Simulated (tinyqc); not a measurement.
# Octagonal on-chip spiral inductor, lumped pi model: effects of single changes

Outer diameter do = di + 2 n wd + 2 (n - 1) sp, mean da = (do + di)/2, fill p = (do - di)/(do + di), length l = 3.314 n da. L = 2.25 mu0 n^2 da/(1 + 3.55 p), mu0 = 4 pi 1e-7 H/m. Rs = rho l/(wd delta (1 - exp(-th/delta))), delta = sqrt(rho/(pi f mu0)). Cs = n wd^2 eps0 eo/hu across the coil. At each end Cox = l wd eps0 eo/(2 ho) leads to the substrate branch Rsi = 2 rs he/(l wd) in parallel with Csi = l wd eps0 11.7/(2 he). With one end grounded Y = 1/(Rs + i w L) + i w Cs + 1/[1/(i w Cox) + 1/(1/Rsi + i w Csi)], w = 2 pi f; Q = -Im Y/Re Y. Eddy currents in neighbouring turns and in the substrate are left out.

Parameters, values chosen for the exercise; values of the order met in silicon radio-frequency processes:

| symbol | value | unit | meaning |
|---|---|---|---|
| n | 4.5 |  | number of turns |
| wd | 6 | um | line width |
| sp | 1.5 | um | space between turns |
| di | 40 | um | inner diameter |
| th | 3 | um | metal thickness |
| rho | 1.9 | uohm cm | metal resistivity |
| ho | 3.5 | um | oxide below the coil |
| hu | 1.2 | um | oxide between coil and underpass |
| eo | 3.9 |  | relative permittivity of the oxide |
| rs | 10 | ohm cm | substrate resistivity |
| he | 80 | um | effective spreading depth in the substrate |
| f | 9.6 | GHz | frequency |

Constants: eps0 = 8.8541878128e-12 F/m. Results are converted to the units shown.

Each table varies one quantity; the others keep the values above.

## Quality factor against frequency

Apparent inductance Im(1/Y)/w; share of the loss Re(substrate branch)/Re Y.

Quality factor against frequency:
```
f (GHz),Rs (ohm),w L/Rs,Q,apparent inductance (nH),loss in the substrate (%)
0.72,1.922,3.767,3.758,1.602,0.1291
1.2,2.194,5.500,5.448,1.604,0.6706
1.9,2.528,7.559,7.340,1.607,2.409
3.2,3.046,10.56,9.662,1.614,7.635
5.2,3.711,14.09,11.43,1.628,17.30
8.4,4.595,18.38,11.97,1.665,32.00
14,5.854,24.05,10.43,1.784,51.31
23,7.469,30.97,6.808,2.195,69.23
37,9.463,39.32,1.896,4.631,82.18
```

Q goes from 3.76 through a maximum of 12.0 (at f = 8.4 GHz among the rows listed) to 1.90; the exact peak is 12.0 at 7.72 GHz and Q reaches zero at the self-resonance, 43.4 GHz. The share of the substrate rises from 0.129 to 82.2 %, and the apparent inductance ends at 2.89 times L. At the peak the substrate takes 29.1 % of the loss. For f = 23, 37 the coil is longer than 0.15 of a wavelength in the oxide, where one lumped section is rough.

## Effect of the oxide below the coil

Same model as above.

Peak Q and its frequency from a search over f; self-resonance where Im Y = 0; Q at the given f (negative beyond resonance).

The same in every row: L (nH) = 1.601; do (um) = 104.5.

Results:
```
ho (um),peak Q,f of the peak (GHz),self-resonance (GHz),Q at f
1,11.24,7.200,42.60,10.90
2,11.53,7.418,42.92,11.26
3,11.84,7.622,43.22,11.61
5,12.47,8.024,43.80,12.33
10,13.94,9.109,45.10,13.93
15,15.19,10.25,46.21,15.16
```

Estimate the missing row, ho = 7 um.

Computed row:
```
ho (um),peak Q,f of the peak (GHz),self-resonance (GHz),Q at f
7,13.08,8.443,44.35,13.01
```

With this row back in the table: As ho goes from 1 to 15, L stays at 1.60 nH, the peak Q rises from 11.2 to 15.2, its frequency rises from 7.20 to 10.3 GHz and the self-resonance rises from 42.6 to 46.2 GHz.

Computed by the program tinyqc: `OMP_NUM_THREADS=1 python tinyqc.py 2302069 2302070 out.jsonl`, one thread of a shared Intel Xeon 2.30GHz, about 0.01 s for the whole run.
